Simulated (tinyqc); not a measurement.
# Film thickness from the threshold shift

Problem. Undoped body with a flat potential across it, hard walls, transport along x. Three valley pairs (g = 2 each) with the longitudinal mass along x, y or z. Non-parabolicity enters the subband edges through E (1 + al E) = gamma, so E = 2 gamma/(1 + sqrt(1 + 4 al gamma)); motion within a subband is taken as parabolic with the band-edge mass. Energies are counted from the bulk band edge. gamma = C (pi k/(t + dl))^2/mz, C = hbar^2/(2 m0). Each subband has N_k = g sqrt(mx my) m0 kB T/(pi hbar^2); without degeneracy n = exp(EF/Vt) sum N_k exp(-E_k/Vt). Classical value Nc times t, Nc = sum over valleys of 2 g (m m0 kB T/(2 pi hbar^2))^1.5 with m = (mx my mz)^(1/3). Threshold shift dVT = Vt ln(classical value/sum N_k exp(-E_k/Vt)). Find t and the lowest subband edge.

Inputs (values chosen for the exercise); masses close to those of silicon:
```
symbol,value,unit,meaning
T,300,K,temperature
ml,0.901,m0,longitudinal mass
mt,0.191,m0,transverse mass
al,0.5,1/eV,non-parabolicity
dl,0.2,nm,widening of the box by penetration into the insulator
```

Constants: q = 1.602176634e-19 C, kB = 1.380649e-23 J/K, hbar = 1.054571817e-34 J s, m0 = 9.1093837015e-31 kg, Vt = kB T/q, hbar^2/(2 m0) = 0.0380998212 eV nm^2. Results are converted to the units shown.

dVT = 28.341489 mV

Solution. dVT is evaluated for trial values of t with all subbands; between 1.5 and 25 nm one value matches.

t = 5.50 nm
E_1 = 12.8 meV

tinyqc, about 0.06 s, one thread, Intel Xeon 2.30GHz (shared host): `OMP_NUM_THREADS=1 python tinyqc.py 2350068 2350069 out.jsonl`
